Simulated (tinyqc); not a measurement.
From one set of inputs to another, one input at a time: Landau-Devonshire theory of a uniaxial ferroelectric. Computed by tinyqc, a small Python program. Command: `OMP_NUM_THREADS=1 python tinyqc.py 3021623 3021624 out.jsonl ferro ladder`. One thread of a shared host (Intel(R) Xeon(R) Processor @ 2.30GHz), about 0.02 s of CPU time with the checks.

G(P) = (alpha/2) P^2 + (beta*/4) P^4 + (gamma/6) P^6 - E P per volume, SI units, one domain, P along the polar axis, which is normal to the film.

The inputs printed are set A. Inputs not listed in the table keep their values of set A, so the rows need not describe a real material.

Inputs (values chosen for the exercise, for a model ferroelectric):
```
quantity                          value         unit
alpha_0                          959000  J m/(C^2 K)
Curie-Weiss temperature T0          480            K
beta                           3.22e+08    J m^5/C^4
gamma                          3.83e+09    J m^9/C^6
temperature T                       363            K
misfit strain u_m                -0.015            -
electrostriction Q12             -0.045      m^4/C^2
compliance s11 + s12              6e-12        m^2/N
film thickness d                    6.6           nm
screening length lambda          0.0038           nm
background permittivity eps_b         7            -
gradient coefficient g            1e-11    J m^3/C^2
```

Sample: epitaxial film.

Constants: eps_0 = 8.8541878128e-12 F/m.

Method:
- alpha = alpha_0 (T - T0*), with clamping: T0* = T0 + 4 Q12 u_m/(alpha_0 (s11 + s12)), beta* = beta + 4 Q12^2/(s11 + s12).
- Ps^2 = [-beta* + sqrt(beta*^2 - 4 alpha gamma)]/(2 gamma).
- chi = 1/(eps_0 G''), G'' = alpha + 3 beta* P^2 + 5 gamma P^4 at Ps. Ps, chi and the coercive field are for perfect screening, without a depolarising field. The intrinsic coercive field is |alpha P + beta* P^3 + gamma P^5| at the P_c where G'' = 0. 1 C/m^2 = 100 microcoulomb/cm^2.
- With the term (g/2) (dP/dx)^2, (g/2) P'^2 = G(P) - G(Ps) across the wall: energy = int_(-Ps)^(Ps) sqrt(2 g [G(P) - G(Ps)]) dP (40 Gauss-Legendre points); width = 2 Ps over the slope at P = 0, sqrt(2 |G(Ps)|/g). Elastic coupling inside the wall is left out.
- Between shorted electrodes with screening length lambda each, the depolarising field is -k P, k = 2 lambda/(eps_0 (d + 2 lambda eps_b)), so alpha turns into alpha + k.
- The polar state is the lowest uniform state while alpha + k < 0 (beta* > 0) or < 3 beta*^2/(16 gamma) (beta* < 0); setting the equality gives the critical thickness d_c.

Each row keeps all changes above it:
```
input moved                          from          to  susceptibility chi  wall energy (mJ/m^2)  critical thickness d_c (nm)
set A                                   -           -                75.1                 16.93                          1.5
electrostriction Q12 (m^4/C^2)     -0.045      -0.026                99.2                 14.56                          2.3
temperature T (K)                     363         689               772.1                  1.44                         14.4
screening length lambda (nm)       0.0038       0.036               772.1                  1.44                        136.0
misfit strain u_m                  -0.015      -0.019               324.6                  3.96                         62.6
alpha_0 (J m/(C^2 K))              959000      794000               248.6                  5.34                         49.3
beta (J m^5/C^4)                322000000  -289000000               190.4                  8.34                         49.3
compliance s11 + s12 (m^2/N)        6e-12     5.5e-12               163.1                  9.68                         41.6
```

Which inputs carry the difference?

Susceptibility chi goes from 75.1 to 163, a factor 2.17 in all. The largest single move comes from temperature T (a factor 7.78), and misfit strain u_m works against it (a factor 0.420). Wall energy goes from 16.9 to 9.68, a factor 0.572 in all. The largest single move comes from temperature T (a factor 0.0989), and misfit strain u_m works against it (a factor 2.75). Critical thickness d_c goes from 1.47 to 41.6, a factor 28.2 in all. The largest single move comes from screening length lambda (a factor 9.47), and misfit strain u_m works against it (a factor 0.460). The single moves hold for this order of the switches; the total does not depend on the order.

Caution (rows set A, electrostriction Q12): far below T0* the expansion with linear alpha(T) is only a fit. Caution (rows set A, electrostriction Q12, misfit strain u_m, alpha_0, beta, compliance s11 + s12): a wall under 0.8 nm, some two lattice spacings, wide is outside the continuum picture. Caution (rows set A): a critical thickness of a few unit cells is outside the continuum theory.

Extremes, crossings and ranges named in words are read from the listed rows.
